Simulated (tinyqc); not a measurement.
Inside a calculation. Method: Luttinger-Kohn k.p, four valence bands. One step of it, computed by the program tinyqc.

Question. Bloch Hamiltonian at k. P = c g1 k^2, Q = c g2 (kx^2 + ky^2 - 2 kz^2), R = c sqrt3 [-g2 (kx^2 - ky^2) + 2i g3 kx ky], S = 2 c sqrt3 g3 (kx - i ky) kz, c = hbar^2/2m = 3.809982 eV angstrom^2; rows [P+Q, -S, R, 0], [-S*, P-Q, 0, R], [R*, 0, P-Q, S], [0, R*, S*, P+Q]. The path ends lie at |k| = 0.04 1/angstrom.

Luttinger parameters chosen for this model; energies are counted downward from the top of the valence band:
```
parameter     value  unit
g1         3.570000
g2         0.380000
g3         0.870000
```

k point k (1/angstrom): [-0.007000, 0.012000, -0.001000]

Give: H(k) at k.

Answer.

H(k) at k (eV), order 3/2, 1/2, -1/2, -3/2:
$$\begin{pmatrix}
0.0029 & -0.0001-0.0001i & 0.0002-0.0010i & 0.0000 \\
-0.0001+0.0001i & 0.0024 & 0.0000 & 0.0002-0.0010i \\
0.0002+0.0010i & 0.0000 & 0.0024 & 0.0001+0.0001i \\
0.0000 & 0.0002+0.0010i & 0.0001-0.0001i & 0.0029
\end{pmatrix}$$
